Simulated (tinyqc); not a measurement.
Worked calculation: valley splitting of a silicon quantum well in envelope theory. Values are carried at full precision from step to step, so a last printed digit may differ when a step is redone from the rounded ones.

Constants: hbar^2/2m0 = 3.80998211 eV angstrom^2; kB = 8.617333262e-05 eV/K.

Parameters, chosen for this exercise (near those of a strained Si well in SiGe; not measured data): k0 = 0.833 2 pi/a (valley position); a = 5.431 angstrom (lattice constant); ml = 0.9 m0 (mass along z); F = 9.8 mV/nm (field pressing towards the upper interface); w = 0.4 angstrom (interface width parameter); L = 42 angstrom (well width); V0 = 0.2 eV (conduction offset); C0 = 0.265 (Bloch overlap factor); Yb = 0.3 (Ge share of the barrier); Yw = 0 (Ge share of the well); ad = 110 angstrom (dot radius).

## Wave number and lengths

q = 2 k0 (2 pi/a), its wavelength, the field length (c/(ml e F))^(1/3) with c = hbar^2/2m0 and 1 mV/nm = 1e-4 eV/angstrom, and the damping factor y/sinh(y), y = pi q w, of a step smoothed as 1/(1 + exp(z/w)).

q = 1.9274 1/angstrom
wavelength = 3.260 angstrom
field length = 16.3 angstrom
damping factor = 0.433

## The envelope

The well lies at 0 < z < L; U(z) = V0 [1/(1 + exp(z/w)) + 1/(1 + exp((L - z)/w))] - e F z, 1 mV/nm = 1e-4 eV/angstrom. The envelope psi solves -(c/ml) psi'' + U psi = E psi, c = hbar^2/2m0, by three-point differences on a grid of 0.1 angstrom from -40 to L + 40 angstrom. The two valleys at +/- k0 couple through D = C0 times the integral of exp(-i q z) U(z) psi^2, q = 2 k0 (2 pi/a), and split by Ev = 2|D|.

Two lowest levels, mean position, and psi^2 at both interfaces.

levels (meV): [-6.37, 42.48]

<z> = 24.6 angstrom
psi^2 at z = 0 and L (1/angstrom): [0.00125, 0.00605]

The field makes psi^2 at the upper interface 4.82 times that at the lower one. The orbital spacing is 48.9 meV.

## Contributions to the coupling

Split D into the lower barrier, the upper barrier and the field term.

Parts of D (micro-eV):
```
part             real  imaginary    size
lower barrier   7.961     12.977  15.224
upper barrier  68.810    -25.593  73.415
field term      0.400     -0.088   0.409
```

## Valley splitting and phase

The inter-valley coupling D is the sum of the complex parts; Ev = 2|D|, the valley phase is arg D, and kB T equals Ev at T = Ev/kB.

Ev = 156 micro-eV
phase = -0.16 rad
T = 1.8 K

The upper barrier gives the largest part.

## Alloy disorder

Random alloy: with Y(z) = Yw + (Yb - Yw) B(z), B the bracket in U, and in-plane density exp(-r^2/ad^2)/(pi ad^2), D gains a random complex part of variance sigma^2 = (C0^2/pi)(a^2 V0/(8 ad (Yb - Yw)))^2 (4/a) times the integral of psi^4 Y (1 - Y). Alone it gives a mean splitting sqrt(pi) sigma; together with the smooth part the rms splitting is 2 sqrt(|D|^2 + sigma^2).

Give the integral, sigma, the mean splitting from disorder alone and the rms total.

integral = 1.35e-05 1/angstrom
sigma = 10.6 micro-eV
sqrt(pi) sigma = 18.7 micro-eV
rms splitting = 157.8 micro-eV

|D|/sigma = 7.41: the smooth part dominates, and the splitting scatters from dot to dot by about sqrt2 sigma, 10 % of Ev; this needs interfaces sharper than most grown wells have.

## Checks

- Lowest level for sharp walls and no field against the square well, meV: both 15.9.
- Size of one barrier part in that case against C0 V0 psi(0)^2/sqrt(q^2 + 4 kappa^2), micro-eV: 82 against 83.

Computed by tinyqc, a small Python program: `OMP_NUM_THREADS=1 python tinyqc.py 1250923 1250924 out.jsonl` (the numbers bound the seed that draws the inputs); one thread of a shared host (Intel(R) Xeon(R) Processor @ 2.30GHz), about 0.07 s for the whole set of steps.
